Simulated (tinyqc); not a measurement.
# Doping from resistivity

Question. A uniform, uncompensated and fully ionised sample has rho = 1/(q N mu), mu = m1 + (m2 (T/300 K)^(-bt) - m1)/(1 + (N/Nr)^am). Find N, mu and the diffusion coefficient mu Vt.

Inputs (values chosen for the exercise):
- T = 400 K (temperature)
- m1 = 43.7 cm^2/(V s) (mobility limit at high doping)
- m2 = 456 cm^2/(V s) (mobility limit at low doping, at 300 K)
- Nr = 2.23e17 cm^-3 (reference doping of the mobility law)
- am = 0.742 (exponent of the mobility law)
- bt = 1.8 (temperature exponent of m2)

Constants: q = 1.602176634e-19 C, kB = 1.380649e-23 J/K, Vt = kB T/q. Results are converted to the units shown.

resistivity = 2.0948161 ohm cm

Answer. With am below 1 the product N mu rises steadily with N, so one doping matches; it is found by iterating N = 1/(q rho mu(N)).

N = 1.200e16 cm^-3
mu = 248.3 cm^2/(V s)
diffusion coefficient = 8.558 cm^2/s

Program tinyqc, `OMP_NUM_THREADS=1 python tinyqc.py 2110129 2110130 out.jsonl`; Intel Xeon 2.30GHz, shared host, one thread, about 0.01 s.
